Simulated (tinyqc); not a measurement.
From results back to parameters: periodic multilayer mirror for extreme ultraviolet light. Three cases, with inputs chosen for the exercise.

Problem. With a mean index 1 - dm the Bragg wavelength is lam_B = 2 L sqrt((1 - dm)^2 - sin^2 theta). It is given at 0 degrees and at th2; L and dm are hidden. Then the absorber share is Gm = (dm - delta_S)/(delta_A - delta_S), with the first entries of dS and dA; L is the period.

Find: L; dm; Gm.

Method. The difference of the squares is 4 L^2 sin^2(th2); then 1 - dm = lam_B(0)/(2 L).

Case 1.

Values chosen (out of a larger set: optical constants near those of Mo and Si at 13.5 nm; not measured data): th2 = 10 degrees (second angle); dA = (0.0739, 0.00685) (delta and beta of the absorber, N = 1 - delta + i beta); dS = (0.0009, 0.00174) (delta and beta of the spacer and the substrate).

lam_B at 0 = 13.317770 nm
lam_B at th2 = 13.103566 nm

Solution.

L = 6.850 nm
dm = 0.0279
Gm = 0.37

Case 2.

Values chosen (out of a larger set: optical constants near those of Mo and Si at 13.5 nm; not measured data): th2 = 20 degrees (second angle); dA = (0.0783, 0.00684) (delta and beta of the absorber, N = 1 - delta + i beta); dS = (0.0008, 0.00169) (delta and beta of the spacer and the substrate).

lam_B at 0 = 13.561236 nm
lam_B at th2 = 12.682597 nm

Solution.

L = 7.020 nm
dm = 0.0341
Gm = 0.43

Case 3.

Values chosen (out of a larger set: optical constants near those of Mo and Si at 13.5 nm; not measured data): th2 = 20 degrees (second angle); dA = (0.0775, 0.00629) (delta and beta of the absorber, N = 1 - delta + i beta); dS = (0.0008, 0.00185) (delta and beta of the spacer and the substrate).

lam_B at 0 = 13.412988 nm
lam_B at th2 = 12.562814 nm

Solution.

L = 6.870 nm
dm = 0.0238
Gm = 0.30

Computed by tinyqc, one run a case: `OMP_NUM_THREADS=1 python tinyqc.py N N+1 out.jsonl` with N = 1652190, 1652194, 1652236; one thread of a shared Intel(R) Xeon(R) Processor @ 2.30GHz, about 0.01 s a run at most.
